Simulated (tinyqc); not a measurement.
Inside a calculation. Model: formation energy of a charged point defect from supercell energies. Computed by tinyqc, a small Python program that keeps every step. Command: `OMP_NUM_THREADS=1 python tinyqc.py 3021291 3021292 out.jsonl formation walk`. One thread of a shared host (Intel(R) Xeon(R) Processor @ 2.30GHz), about 0.01 s of CPU time with the checks. Intermediate numbers are printed to about 6 digits and carried at full precision; extremes and crossings named in words are read from the listed rows.

The host is a compound AB. Making the defect adds n_A = 1, n_B = -1 atoms to the cell. All total energies are inputs. E_F is counted from the valence-band maximum (VBM); x = 0 is A-rich and x = 1 B-rich growth.

Inputs (values chosen for the exercise, for a model compound AB): gap E_g = 3.42 eV; E_VBM of the host cell = 3.081 eV; potential alignment dV = -0.065 eV; dielectric constant eps = 9.84; cell length L = 14.7 angstrom; mu_A of the pure element = -3.413 eV; mu_B of the pure element = -4.964 eV; formation enthalpy dH of AB = -2.49 eV; growth condition x = 0.27; Fermi level E_F = 1.19 eV; temperature T = 800 K; site density N_s = 4.7e+22 cm^-3.

Defect: A on a B site. Supercell lattice: bcc.

charge states q: [2, 1, 0]

E(defect, q) - E(host), in the order of q (eV): [-4.415, 0.157, 5.471]

Constants: e^2/(4 pi eps_0) = 14.39964548 eV angstrom; k_B = 8.617333262e-05 eV/K.

## Chemical potentials

dmu_A = x dH and dmu_B = (1 - x) dH, so that dmu_A + dmu_B = dH; mu = mu(element) + dmu. The reservoir term is sum n_i mu_i.

dmu_A = -0.6723 eV

dmu_B = -1.8177 eV

sum n_i mu_i = 2.6964 eV

## Image-charge corrections

Image-charge correction of a point charge in a neutralising background: E_corr = q^2 alpha e^2/(4 pi eps_0) / (2 eps L), alpha = 2.888462 for a bcc array with L the cube root of the volume.

E_corr (eV): (q=+2) 0.575090, (q=+1) 0.143773, (q=0) 0.000000

## Formation energies at E_F = 0

E_f(q, E_F) = [E(defect, q) - E(host)] - sum n_i mu_i + q (E_VBM + dV + E_F) + E_corr(q).

E_f(q, 0) (eV): (q=+2) -0.50431, (q=+1) 0.62037, (q=0) 2.77460

Caution: E_f at E_F = 0 is negative for at least one charge state, so in equilibrium E_F cannot reach the valence-band maximum.

## Transition levels and the lower envelope

eps(q/q') = [E_f(q', 0) - E_f(q, 0)]/(q - q'). U of state q is eps(q/q-1) - eps(q+1/q). The stable state at each E_F is the lowest line E_f(q, 0) + q E_F.

One-electron levels above the VBM (eV):
```
level     energy  U of the state between this level and the next
(+2/+1)  1.12468                                         1.02955
(+1/0)   2.15423                                               -
```

Stable states:
```
q   from E_F (eV)  to E_F (eV)
+2        0.00000      1.12468
+1        1.12468      2.15423
0         2.15423      3.42000
```

Stable in the gap, from the VBM up: +2, +1, 0.

## The first and the last level

eps(q/q-1) = E_f(q - 1, 0) - E_f(q, 0).

level (+2/+1) = 1.12468 eV

level (+1/0) = 2.15423 eV

## Concentrations at the given E_F and T

E_f(q, E_F) = E_f(q, 0) + q E_F. c_q = N_s exp(-E_f(q, E_F)/k_B T), with all degeneracy factors one and no vibrational entropy.

Charge states:
```
q   E_f (eV)  c_q (cm^-3)        share
+2   1.87569  7.17413e+10  2.79393e-01
+1   1.81037  1.85034e+11  7.20607e-01
0    2.77460  1.55915e+05  6.07202e-07
```

lowest formation energy = 1.81037 eV

total concentration = 2.56776e+11 cm^-3

mean charge = 1.27939 e

State +1 holds 72.1 % of the defects.

## Fermi level and growth conditions

Each entry is the lowest E_f over q.

Lowest formation energy (eV):
```
E_F (eV)  stable q  A-rich, x = 0  x = 0.5  B-rich, x = 1
0.000           +2       -1.84891  0.64109        3.13109
0.428           +2       -0.99291  1.49709        3.98709
0.855           +2       -0.13891  2.35109        4.84109
1.282           +1        0.55777  3.04777        5.53777
1.710           +1        0.98577  3.47577        5.96577
2.138           +1        1.41377  3.90377        6.39377
2.565            0        1.43000  3.92000        6.41000
2.992            0        1.43000  3.92000        6.41000
3.420            0        1.43000  3.92000        6.41000
```

Going from A-rich to B-rich growth shifts every line by +4.980 eV and moves no transition level. The slope of the envelope is the stable charge, so E_f is highest in the rows from E_F = 2.56 to 3.42 eV, where the neutral state is stable: the defect forms most easily in p-type material. Under A-rich growth E_f turns negative for part of the gap, so in equilibrium E_F cannot enter that part.

## What the corrections do to the levels

Levels eps(q/q-1) with the terms q dV and E_corr left out or kept.

Levels above the VBM (eV):
```
level      raw  with alignment  with image charge  with both
(+2/+1)  1.491           1.556            1.05968    1.12468
(+1/0)   2.233           2.298            2.08923    2.15423
```

Alignment moves every level by -dV = +0.065 eV. The image term moves eps(q/q-1) by (1 - 2q) E_corr(1): (+2/+1) by -0.431, (+1/0) by -0.144 eV, donor levels down and acceptor levels up. It adds 2 E_corr(1) = 0.288 eV to every U.

Checks made by the program: envelope against a direct minimum on a grid (relative difference below 1e-10).
